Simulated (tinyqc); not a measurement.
Five-level k.p model folded onto the conduction band: one step. Loewdin series. Three cases, with inputs chosen for the exercise.

Question. Give each order and the partial sums, counted from Eg.

Expanding E = H_cc + S(E) about Eg in powers of k^2, with s_n = sum_j H_cj^2/(Eg - H_jj)^n: order k^2: e2 = (1 + Cm) c0 k^2 + s1; order k^4: e4 = -s2 e2; order k^6: e6 = s3 e2^2 + s2^2 e2.

Give: s1 (eV), s2 (no unit), s3 (1/eV); (1 + Cm) c0 k^2 is H_cc - Eg; e2, e4, e6; partial sums.

Case 1.

Values chosen (out of a larger set: near those of InSb; not measured data): Eg = 0.234 eV (gap at Gamma to the s-like level).

H (eV), lower triangle:
```
               c  lh          so      G8 up      G7 up
c      0.2340000
lh     0.0767644   0
so     0.0542806   0  -0.8430000
G8 up  0.0207797   0           0  3.3700000
G7 up  0.0146935   0           0          0  3.0700000
```

Answer.

s1 (eV), s2 (no unit), s3 (1/eV); (1 + Cm) c0 k^2 is H_cc - Eg: 0.02770  0.11023  0.46224

e2, e4, e6 (eV): 0.02770  -0.00305  0.00069

partial sums (eV): 0.02770  0.02465  0.02534

The exact value is 0.02519 eV; the errors of the partial sums are +2.51, -0.54 and +0.15 meV.

Case 2.

Values chosen (out of a larger set: near those of InP; not measured data): Eg = 1.376 eV (gap at Gamma to the s-like level).

H (eV), lower triangle:
```
               c  lh          so      G8 up      G7 up
c      1.3916057
lh     0.4515687   0
so     0.3193073   0  -0.1070000
G8 up  0.2435192   0           0  4.7400000
G7 up  0.1721941   0           0          0  4.6700000
```

Answer.

s1 (eV), s2 (no unit), s3 (1/eV); (1 + Cm) c0 k^2 is H_cc - Eg: 0.19031  0.16203  0.10714

e2, e4, e6 (eV): 0.20592  -0.03337  0.00995

partial sums (eV): 0.20592  0.17255  0.18250

The exact value is 0.17984 eV; the errors of the partial sums are +26.08, -7.28 and +2.66 meV.

Case 3.

Values chosen (out of a larger set: near those of ZnSe; not measured data): Eg = 2.742 eV (gap at Gamma to the s-like level).

H (eV), lower triangle:
```
               c  lh          so      G8 up      G7 up
c      2.6710509
lh     0.7583279   0
so     0.5362188   0  -0.4130000
G8 up  0.1866874   0           0  7.2900000
G7 up  0.1320079   0           0          0  7.1900000
```

Answer.

s1 (eV), s2 (no unit), s3 (1/eV); (1 + Cm) c0 k^2 is H_cc - Eg: 0.28928  0.10794  0.03648

e2, e4, e6 (eV): 0.21833  -0.02357  0.00428

partial sums (eV): 0.21833  0.19476  0.19904

The exact value is 0.19827 eV; the errors of the partial sums are +20.06, -3.50 and +0.78 meV.

Computed by tinyqc, one run a case: `OMP_NUM_THREADS=1 python tinyqc.py N N+1 out.jsonl` with N = 1050458, 1051298, 1051406; one thread of a shared Intel(R) Xeon(R) Processor @ 2.30GHz, about 0.01 s a run at most.
